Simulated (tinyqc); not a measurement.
## Elastic trap-assisted tunnelling through a dielectric: current against voltage

Emitter at x = 0 (Fermi level 0), collector at x = t (Fermi level -V), band edge U(x) = phi - F x, F = V/t. A trap at x has the energy E = U(x) - Et. With G(u) = (4/(3 F)) sqrt(mo/C) max(u, 0)^1.5, C = hbar^2/(2 m0): S1 = G(phi - E) - G(Et), S2 = G(Et) - G(phi - V - E), T1,2 = exp(-S1,2). The steady rate through one trap is nu T1 T2 (f1 - f2)/(T1 + T2), f1 = f(E), f2 = f(E + V), f(y) = 1/(1 + exp(y/Vt)); both contacts offer states at E.

J = q Nt times the integral of the rate over x. Direct S = (4/(3 F)) sqrt(mo/C) [phi^1.5 - max(phi - V, 0)^1.5].

Values chosen for this exercise; dielectric values close to those of aluminium oxide: temperature T = 350 K; barrier above the emitter Fermi level phi = 2.6 eV; tunnelling mass mo = 0.4 m0; thickness t = 7.9 nm; trap depth below the band edge of the dielectric Et = 2.06 eV; trap density Nt = 4.8e18 cm^-3; attempt frequency nu = 1e13 1/s.

Constants: q = 1.602176634e-19 C, kB = 1.380649e-23 J/K, hbar = 1.054571817e-34 J s, m0 = 9.1093837015e-31 kg, Vt = kB T/q, hbar^2/(2 m0) = 0.0380998212 eV nm^2. Results are converted to the units shown.

Current against voltage:

| V (V) | J (A/cm^2) | x of the peak over t | larger S there | direct S |
|---|---|---|---|---|
| 0.3 | 3.33e-17 | 0.492 | 36.8 | 80.1 |
| 0.84 | 1.86e-13 | 0.478 | 36.8 | 75.5 |
| 1.39 | 2.95e-11 | 0.454 | 36.1 | 70.3 |
| 1.93 | 7.43e-11 | 0.434 | 35.5 | 64.4 |
| 2.48 | 2.87e-10 | 0.410 | 34.4 | 57.1 |
| 3.02 | 4.96e-9 | 0.376 | 32.6 | 47.4 |
| 3.57 | 6.04e-7 | 0.234 | 28.3 | 40.1 |
| 4.11 | 2.15e-5 | 0.198 | 24.6 | 34.8 |
| 4.66 | 3.44e-4 | 0.171 | 21.7 | 30.7 |
| 5.2 | 0.00292 | 0.151 | 19.4 | 27.5 |

J rises from 3.33e-17 to 0.00292 A/cm^2, by 6.94 decades a volt between the first two rows and 1.72 between the last two. The position of the peak falls from 0.492 to 0.151 of t; only traps beyond x/t = (phi - Et)/V lie below the emitter Fermi level, with phi - Et = 0.540 eV. It jumps from 0.376 to 0.234 between V = 3.02 and 3.57 V.

Range of the model: Phonon-assisted (inelastic) capture, chains of traps and a spread of trap depths are left out.

Numbers from tinyqc (`OMP_NUM_THREADS=1 python tinyqc.py 2370077 2370078 out.jsonl`; about 0.03 s on one thread of a shared Intel Xeon 2.30GHz).
